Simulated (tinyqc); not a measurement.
Inputs raised by 2 %, one at a time: estimate of lattice thermal conductivity from elastic moduli (Slack, Klemens and Cahill formulas). Computed by tinyqc, a small Python program. Command: `OMP_NUM_THREADS=1 python tinyqc.py 3029136 3029137 out.jsonl slack sens`. One thread of a shared host (Intel(R) Xeon(R) Processor @ 2.30GHz), about 0.01 s of CPU time with the checks.

An isotropic solid.

Inputs (values chosen for the exercise, for a model crystal): bulk modulus B = 164 GPa; shear modulus G = 104 GPa; volume per atom V = 17.7 angstrom^3; mean atomic mass M = 112 u; atoms per primitive cell n = 2; volume expansion coefficient alpha_V = 29.3 ppm/K; temperature T = 500 K; disorder parameter Gamma = 0.00093; grain size d = 5900 nm.

Grueneisen parameter: from thermal expansion.

Constants: u = 1.6605390666e-27 kg; hbar = 1.054571817e-34 J s; k_B = 1.380649e-23 J/K; h = 6.62607015e-34 J s.

Method:
- rho = M/V; vL = sqrt((B + 4G/3)/rho), vT = sqrt(G/rho); v_m = [(vL^-3 + 2 vT^-3)/3]^(-1/3); Poisson ratio sigma = (3B - 2G)/(6B + 2G); Theta = hbar v_m (6 pi^2/V)^(1/3)/k_B.
- gamma = alpha_V B V/(3 k_B), with the classical heat capacity 3 k_B per atom.
- Slack, an estimate for T near or above Theta_a: kappa = A M Theta_a^3 delta n^(1/3)/(gamma^2 T) in W/(m K), with M in u, delta = V^(1/3) in angstrom, Theta_a = Theta n^(-1/3) and A = 2.43e-6/(1 - 0.514/gamma + 0.228/gamma^2).
- High-temperature forms with the classical heat capacity. Klemens: kappa/kappa_0 = arctan(u)/u, u^2 = pi^2 Theta V Gamma kappa_0/(h v_m^2). Grains: 1/kappa_poly = 1/kappa + 1/(C v_m d/3), C = 3 k_B/(n V), the acoustic branches alone.
- Cahill minimum: kappa_min = (pi/6)^(1/3) k_B V^(-2/3) sum over L, T, T of v (T/Theta_i)^2 int_0^(Theta_i/T) x^3 e^x/(e^x - 1)^2 dx, Theta_i = Theta v_i/v_m (64 Gauss-Legendre points).
- Its high-temperature limit is (1/2) (pi/6)^(1/3) k_B V^(-2/3) (vL + 2 vT).

Runs; columns: (1) input moved; (2) from; (3) to; (4) Debye temperature Theta (K); (5) Grueneisen parameter gamma; (6) kappa of the polycrystal (W/(m K)); (7) kappa_min (W/(m K)):
```
(1)                                               (2)        (3)    (4)    (5)    (6)     (7)
base run                                            -          -  398.5  2.053  15.96  0.9180
bulk modulus B (GPa)                              164     167.28  398.7  2.095  15.34  0.9200
shear modulus G (GPa)                             104     106.08  402.2  2.053  16.40  0.9245
volume per atom V (angstrom^3)                   17.7     18.054  399.8  2.095  15.56  0.9148
mean atomic mass M (u)                            112     114.24  394.5  2.053  15.80  0.9097
volume expansion coefficient alpha_V (ppm/K)     29.3     29.886  398.5  2.095  15.31  0.9180
temperature T (K)                                 500        510  398.5  2.053  15.66  0.9194
disorder parameter Gamma                      0.00093  0.0009486  398.5  2.053  15.95  0.9180
```

Exponents ln(y'/y) / ln(x'/x):
```
input                                 Debye temperature Theta  Grueneisen parameter gamma  kappa of the polycrystal  kappa_min
bulk modulus B                                          0.025                           1                    -2.014      0.108
shear modulus G                                         0.475                           0                     1.385      0.354
volume per atom V                                       0.167                           1                    -1.295     -0.180
mean atomic mass M                                     -0.500                           0                    -0.500     -0.461
volume expansion coefficient alpha_V                    0.000                           1                    -2.087      0.000
temperature T                                           0.000                           0                    -0.958      0.076
disorder parameter Gamma                                0.000                           0                    -0.040      0.000
```

Among the inputs moved here: Debye temperature Theta answers most in size to mean atomic mass M (exponent -0.500), next to shear modulus G (+0.475); its exponent is below 0.0005 for volume expansion coefficient alpha_V, temperature T, disorder parameter Gamma. Its exponent -0.500 in mean atomic mass M: velocities scale as rho^(-1/2). Grueneisen parameter gamma answers most in size to bulk modulus B (exponent +1.000), and about equally to volume per atom V (+1.000), volume expansion coefficient alpha_V (+1.000); its exponent is below 0.0005 for shear modulus G, mean atomic mass M, temperature T, disorder parameter Gamma. Kappa of the polycrystal answers most in size to volume expansion coefficient alpha_V (exponent -2.087), next to bulk modulus B (-2.014). kappa_min answers most in size to mean atomic mass M (exponent -0.461), next to shear modulus G (+0.354); its exponent is below 0.0005 for volume expansion coefficient alpha_V, disorder parameter Gamma.
